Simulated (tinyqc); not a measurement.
How many bands a k.p model needs: band 5 from Gamma to X: k.p theory built from an empirical-pseudopotential calculation at Gamma.

Empirical pseudopotential on the fcc lattice, atoms at +/- tau, tau = a (1,1,1)/8, no spin-orbit coupling. H(G,G') = c (2 pi/a)^2 |k + G|^2 delta + VS(q) cos(q.tau) + i VA(q) sin(q.tau), q = G - G', c = hbar^2/2m0; k and G in units of 2 pi/a; VS at |q|^2 = 3, 8, 11 and VA at 3, 4, 11, in rydberg, zero elsewhere. The basis is fixed: all 65 G with |G|^2 up to Gcut. Energies are counted from the fourth level at Gamma.

k.p in the lowest n states at Gamma: H_nm = (E_n + c k^2) delta + 2 c k.<n|G|m>, k in 1/angstrom; with all states of the basis it is exact.

Constants: hbar^2/2m0 = 3.80998211 eV angstrom^2; Ry = 13.60569312 eV.

Parameters, chosen for this exercise (near those of GaSb; not measured data): a = 6.136 angstrom (lattice constant); VS = (-0.22, -0.002, 0.049) Ry (symmetric form factors); VA = (0.059, 0.051, 0.011) Ry (antisymmetric form factors); Gcut = 16 (2 pi/a)^2 (largest |G|^2 of the fixed basis).

Band 5 (counted from below) at k = f (1, 0, 0) 2 pi/a; n ends on whole multiplets.

Energies (eV):

| f | n = 8 | n = 15 | n = 27 | n = 65 (exact) |
|---|---|---|---|---|
| 0.000 | 0.584 | 0.584 | 0.584 | 0.584 |
| 0.125 | 1.367 | 1.325 | 1.324 | 1.324 |
| 0.250 | 2.514 | 2.286 | 2.280 | 2.279 |
| 0.375 | 3.805 | 3.061 | 3.048 | 3.045 |
| 0.500 | 5.186 | 2.745 | 2.704 | 2.697 |
| 0.625 | 6.023 | 2.446 | 2.378 | 2.367 |
| 0.750 | 6.799 | 2.269 | 2.165 | 2.150 |
| 1.000 | 8.746 | 2.239 | 2.061 | 2.025 |

Give the missing row, f = 0.875.

Computed row:
```
f      n = 8  n = 15  n = 27  n = 65 (exact)
0.875  7.705   2.216   2.067           2.046
```

With n = 8 the band stays within 0.05 eV of the exact one up to f = 0.125 (error at X: +6.721 eV). With n = 15 the band stays within 0.05 eV of the exact one up to f = 0.500 (error at X: +0.214 eV). With n = 27 the band stays within 0.05 eV of the exact one over the whole line (error at X: +0.036 eV). A smaller basis can only raise a level. The exact band has its minimum on these points at f = 0.000; n = 8 puts it at f = 0.000.

tinyqc: `OMP_NUM_THREADS=1 python tinyqc.py 1051463 1051464 out.jsonl`; about 0.3 s, one thread, shared Intel(R) Xeon(R) Processor @ 2.30GHz.
